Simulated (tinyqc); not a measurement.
# From one set of inputs to another, one input at a time

Model: hot carriers by balance equations with a heated Maxwellian. Computed by tinyqc, a small Python program. Command: `OMP_NUM_THREADS=1 python tinyqc.py 3027301 3027302 out.jsonl hot ladder`. One thread of a shared host (Intel(R) Xeon(R) Processor @ 2.30GHz), about 0.05 s of CPU time with the checks.

The carriers follow a Maxwellian at an electron temperature T_e, slightly displaced; the drift energy is neglected against k_B T_e. The balance averages the rate, not the time, so mu_0 lies below the relaxation-time value.

The inputs printed are set A. Inputs not listed in the table keep their values of set A, so the rows need not describe a real material.

Inputs (values chosen for the exercise, for a model non-polar semiconductor):
```
quantity                                          value       unit
effective mass m                                   0.41        m_0
density rho                                        3520     kg/m^3
sound velocity v_l                                 9570        m/s
acoustic deformation potential D_A                    6         eV
phonon energy hbar w                               25.4        meV
optical or intervalley deformation potential D_o    3.9  1e8 eV/cm
final valleys Z_f                                     1          -
lattice temperature T                               300          K
electric field F                                    1.8      kV/cm
mixing                                              0.4          -
iteration cap                                       300          -
```

Band: parabolic. Solver: damped fixed point.

Constants: k_B = 8.617333262e-05 eV/K; k_B = 1.380649e-23 J/K; e = 1.602176634e-19 C; hbar = 1.054571817e-34 J s; m_0 = 9.1093837015e-31 kg; hbar = 6.582119569e-16 eV s.

Method:
- Parabolic band: E = hbar^2 k^2/(2 m), speed v = hbar k/m, states per spin, volume and energy g(E) = m k/(2 pi^2 hbar^2). Masses are multiplied by m_0 and all formulas are in SI units.
- Phonon occupation N_q = 1/(exp(hbar w/(k_B T)) - 1).
- Acoustic deformation potential (elastic, equipartition, absorption and emission together): 1/tau = 2 pi k_B T D_A^2 g(E)/(hbar rho v_l^2).
- Optical or intervalley deformation potential: 1/tau = (pi Z_f D_o^2/(rho w)) [N_q g(E + hbar w) + (N_q + 1) g(E - hbar w)], with g = 0 below the band edge.
- Averages over the Maxwellian, <y> = int y x^(1/2) exp(-x) dx / int x^(1/2) exp(-x) dx with x = E/(k_B T_e), split at x_0 = hbar w/(k_B T_e): 64 Gauss-Legendre points in sqrt(x) below it and 128 in sqrt(x - x_0) above it, up to x = 32. Momentum balance: mu(T_e) = e/(m nu), nu = <x (sum of rates)>/<x>. Power lost per carrier: P(T_e) = hbar w <emission rate - absorption rate> + <(2 m v_l^2/(k_B T)) (E - 2 k_B T) acoustic rate>.
- Energy relaxation time at weak heating: tau_E = (3/2) k_B / (dP/dT_e), the derivative by a central difference of +/- 0.5 K at T_e = T.
- Fixed point: T_out = T + (T_e - T) e mu(T_e) F^2/P(T_e), T_new = T_e + mixing (T_out - T_e).
- Start at T_e = 1.5 T; stop when T_e moves by less than 1e-6 K or exceeds 1e6 K.
- v = mu(T_e) F; warm-carrier coefficient (mu/mu_0 - 1)/F^2.

Each row keeps all changes above it:
```
input moved                                                   from     to  drift velocity (1e7 cm/s)  electron temperature T_e (K)  low-field mobility mu_0 (cm^2/(V s))
set A                                                            -      -                     0.2133                           363                                  1336
phonon energy hbar w (meV)                                    25.4   35.4                     0.3119                           405                                  2123
electric field F (kV/cm)                                       1.8    4.6                     0.5177                           827                                  2123
sound velocity v_l (m/s)                                      9570   5330                     0.3204                           598                                  1035
density rho (kg/m^3)                                          3520   5323                     0.3860                           913                                  1565
effective mass m (m_0)                                        0.41  0.292                     0.5505                          2366                                  3656
acoustic deformation potential D_A (eV)                          6    4.6                     0.6545                          3219                                  5270
optical or intervalley deformation potential D_o (1e8 eV/cm)   3.9    7.7                     0.6408                           733                                  2541
```

Where does the difference come from?

Drift velocity goes from 0.213 to 0.641, a factor 3.00 in all. The largest single move comes from electric field F (a factor 1.66), and sound velocity v_l works against it (a factor 0.619). Electron temperature T_e goes from 363 to 733, a factor 2.02 in all. The largest single move comes from optical or intervalley deformation potential D_o (a factor 0.228), but it runs against the net change; the largest move in the direction of the net change is effective mass m (a factor 2.59). Low-field mobility mu_0 goes from 1340 to 2540, a factor 1.90 in all. The largest single move comes from effective mass m (a factor 2.34), and optical or intervalley deformation potential D_o works against it (a factor 0.482). The single moves hold for this order of the switches; the total does not depend on the order.

Caution (rows effective mass m, acoustic deformation potential D_A): k_B T_e exceeds 0.12 eV, where non-parabolicity and a non-Maxwellian tail matter.

Extremes, crossings and ranges named in words are read from the listed rows.
